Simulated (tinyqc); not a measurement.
What each parameter does: inter-valley coupling by envelope functions against a chain of atomic planes.

Chain: E(phi) = e0 + 2 v cos(phi) + 2 u cos(2 phi), cos(phi0) = -v/(4u), e0 = 2u + v^2/(4u); plane j = 0, 1, ... has the potential V_j = dE x_j + F (j - 30) a/4 (1 MV/m = 1e-4 V/angstrom). There are 30 barrier planes a side; with y = j - 29.5, x_j = xb (f(y) + f(Nw - y)), f(y) = 1/(1 + exp(y/L)), plus any Ge added in the well. The valley splitting is the spacing of the two lowest levels. Envelope theory: F_j solves a one-valley chain with hopping -b and diagonal 2b + V_j, b = 4u sin^2(phi0), sum F_j^2 = 1; the valleys couple by Dv = sum_j F_j^2 V_j exp(-2 i phi0 j) and split by 2|Dv|.

Inputs chosen for the exercise (near those of the Delta valleys of silicon in a SiGe well; the results hold for these values, not for the real material): a = 5.431 angstrom (lattice constant; planes lie a/4 apart); u = 0.61 eV (second-neighbour hopping); v = 0.529 eV (nearest hopping); Nw = 56 (planes in the well); L = 0.75 planes (interface width); xb = 0.34 (Ge fraction of the barriers); dE = 0.52 eV (offset per unit Ge fraction); F = 8 MV/m (field); js = 43 (plane j of a Ge spike (the well starts at j = 30)); xs = 0.03 (Ge fraction added on that plane).

Chain with the spike on plane js.

Results for these values:

| case | level (meV) | splitting (micro-eV) |
|---|---|---|
| base | 29.189 | 1372.7 |

What happens to each result for dE = 0.572 eV, all else kept?

Answer: level rises from 29.189 to 29.480; splitting rises from 1372.7 to 1502.1.

The same for each parameter in turn:

| case | level (meV) | splitting (micro-eV) |
|---|---|---|
| base | 29.189 | 1372.7 |
| Nw = 62 | 29.170 | 1368.4 |
| L = 1.25 planes | 29.851 | 1351.3 |
| xb = 0.39 | 29.510 | 1371.0 |
| dE = 0.572 eV | 29.480 | 1502.1 |
| F = 10 MV/m | 33.369 | 1468.9 |
| js = 46 | 29.159 | 1308.6 |
| xs = 0.039 | 29.383 | 1761.2 |

(tinyqc, `OMP_NUM_THREADS=1 python tinyqc.py 1452610 1452611 out.jsonl`, Intel(R) Xeon(R) Processor @ 2.30GHz, 1 thread, shared host, about 0.1 s.)
